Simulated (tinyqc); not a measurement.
Worked calculation: k.p values derived from sp3s* tight binding at Gamma. Values are carried at full precision from step to step, so a last printed digit may differ when a step is redone from the rounded ones.

At Gamma the states are two-level mixtures: s-like S+ (upper) and S- (lower) from [[Esa, Vss], [Vss, Esc]], p-like P- (valence) and P+ from [[Epa, Vxx], [Vxx, Epc]], and the bare s* levels. With real k in 1/angstrom and kz = 0, the phase sums over the four bonds are g0 = 1 - (a k/4)^2/2, g1 = i a kx/4, g3 = -(a/4)^2 kx ky to second order. Each mixture is written (anion, cation) with the anion part positive. c = hbar^2/2m0. No spin-orbit coupling.

Constants: hbar^2/2m0 = 3.80998211 eV angstrom^2.

Parameters, chosen for this exercise (near a published set for InP, fitted to gaps, whose masses and valley positions are rough; shifted at random, so the results belong to these values and not to a real crystal):
```
symbol  value   unit      meaning
Esa     -8.538  eV        s level of the anion
Esc     -1.493  eV        s level of the cation
Epa     0.874   eV        p level of the anion
Epc     3.989   eV        p level of the cation
Vss     -5.391  eV        s-s
Vxx     1.889   eV        px-px
a       5.874   angstrom  lattice constant
Vsapc   2.225   eV        s anion, p cation
Vscpa   5.662   eV        s cation, p anion
Vxapc   3.495   eV        s* anion, p cation
Vpaxc   4.473   eV        p anion, s* cation
Exa     8.38    eV        s* level of the anion
Exc     7.119   eV        s* level of the cation
Vxy     4.234   eV        px-py
```

## States at Gamma

Solve the two blocks.

States:
```
state    E (eV)  anion part  cation part
S-     -11.4553     0.87949      0.47593
P-      -0.0168     0.90448     -0.42652
S+       1.4243     0.47593     -0.87949
P+       4.8798     0.42652      0.90448
```

## Linear terms and the Kane energy

<s state|dH/dkx|x state> = i P with P = (a/4)(sa pc Vsapc + sc pa Vscpa), sa, sc and pa, pc being the parts of the two states; for s* on the anion P = (a/4) pc Vxapc, on the cation (a/4) pa Vpaxc. Ep = P^2/c for S+ to P-.

Couplings:
```
pair       P (eV angstrom)  E(first) - E(second) (eV)
S+ to P-           -7.2774                     1.4411
S+ to P+           -1.7125                    -3.4555
S- to P-            2.3535                   -11.4385
s*a to P-          -2.1891                     8.3968
s*c to P-           5.9411                     7.1358
```

Ep = 13.900 eV

The two terms of S+ to P- have the same sign and add: S+ and P- both change sign from anion to cation. An on-site momentum element between s and p, which real atoms have, is absent from this model.

## Electron mass

m0/m = [<S+|d2H/dkx^2|S+>/2 + sum P^2/(E(S+) - E(P))]/c over P- and P+, with the direct term -(a/4)^2 sa sc Vss.

parts of m0/m: direct -1.277, from P- 9.646, from P+ -0.223

mass = 0.1228 m0

The valence band supplies 118 % of m0/m; the direct term, which stands in for the free-electron 1, is -1.28. Sets of this kind were fitted to gaps and often give too heavy a mass, by up to a factor of two.

## Valence parameters L, M, N and the Luttinger values

Direct terms d0 = -(a/4)^2 pa pc Vxx, dN = -2 (a/4)^2 pa pc Vxy for P-. F = sum P^2/(E(P-) - E(s)) over S+, S-, s*a, s*c. The y state of P- couples to the z state of P+ through Q = (a/4) Vxy (pa p'c - pc p'a), primes for P+, and H1 = Q^2/(E(P-) - E(P+)). L = d0 + F, M = d0 + H1, N = dN + F + H1; g1 = -(L + 2M)/(3c), g2 = -(L - M)/(6c), g3 = -N/(6c).

d0, dN, F, Q, H1 (eV angstrom^2; Q in eV angstrom): 1.5715  7.0448  -41.7831  6.2176  -7.8951

L, M, N (eV angstrom^2): -40.212  -6.324  -42.633

g1, g2, g3: 4.625  1.482  1.865

Along [100] the masses without spin-orbit coupling are c/|L| = 0.095 (one band) and c/|M| = 0.603 (two bands).

## Checks

- Electron mass against a finite difference of the full bands: both 0.1228.
- L and M against finite differences along [100]: largest relative difference 2.3e-05.
- Lowest curvature along [111], (L + 2M + 2N)/3, against a finite difference: -46.042 against -46.041.

Program tinyqc; command `OMP_NUM_THREADS=1 python tinyqc.py 1481308 1481309 out.jsonl`; about 0.01 s on one thread of a shared Intel(R) Xeon(R) Processor @ 2.30GHz.
